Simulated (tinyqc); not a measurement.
Where a level does most harm: Shockley-Read-Hall recombination through one deep level.

One level at Et with degeneracy 1: tn = 1/(sn vth Nt), tp = 1/(sp_ vth Nt), n1 = Nc exp((Et - Eg)/kT), p1 = Nv exp(-Et/kT), ni^2 = n1 p1. Equilibrium n0 = Nm, p0 = ni^2/Nm; n = n0 + dn, p = p0 + dn. U = (n p - ni^2)/(tp (n + n1) + tn (p + p1)), lifetime dn/U; emission rates en = sn vth n1, ep = sp_ vth p1.

Constants: kB = 8.617333262e-05 eV/K.

Values chosen for the exercise (gap and densities of states near those of Si at this temperature; shifted at random, so the results belong to these values and not to a real crystal): Eg = 1.124 eV (gap); Nc = 2.75e+19 1/cm^3 (conduction-band density of states); Nv = 1.14e+19 1/cm^3 (valence-band density of states); T = 300 K; Nt = 1.1e+13 1/cm^3 (defects); sn = 3.3e-16 cm^2 (electron capture cross-section); sp_ = 9.3e-16 cm^2 (hole capture cross-section); vth = 22000000 cm/s (thermal velocity, both carriers); Nm = 9e+15 1/cm^3 (equilibrium electrons for the lifetime steps).

Et takes the values listed; G = Nt en ep/(en + ep) in a depleted region; the lifetime is for dn = 1e11 1/cm^3.

Results:
```
Et (eV)  lifetime (microsecond)  G (1/(cm^3 s))
0.067                  1.19e+03        3.84e+06
0.157                      41.0        1.25e+08
0.247                      5.57        4.06e+09
0.337                      4.48        1.32e+11
0.427                      4.44        4.29e+12
0.517                      4.44        1.36e+14
0.607                      4.44        1.57e+14
0.697                      4.44        5.01e+12
0.787                      4.47        1.54e+11
0.877                      5.41        4.75e+09
0.967                      35.7        1.46e+08
1.057                  1.02e+03        4.49e+06
```

Generation peaks where en = ep, at Eg/2 + (kT/2) ln(sp_ Nv/(sn Nc)) = 0.564 eV; the largest value listed is at 0.607 eV, and G falls by a decade for each 0.060 eV away from the peak. The lifetime is within a factor 2 of its minimum, 4.44 microsecond, from 0.247 to 0.877 eV: recombination tolerates a wide range of Et, generation a narrow one.

Run: tinyqc, `OMP_NUM_THREADS=1 python tinyqc.py 1680075 1680076 out.jsonl`; Intel(R) Xeon(R) Processor @ 2.30GHz, one thread, shared host; about 0.01 s of CPU time with all checks.
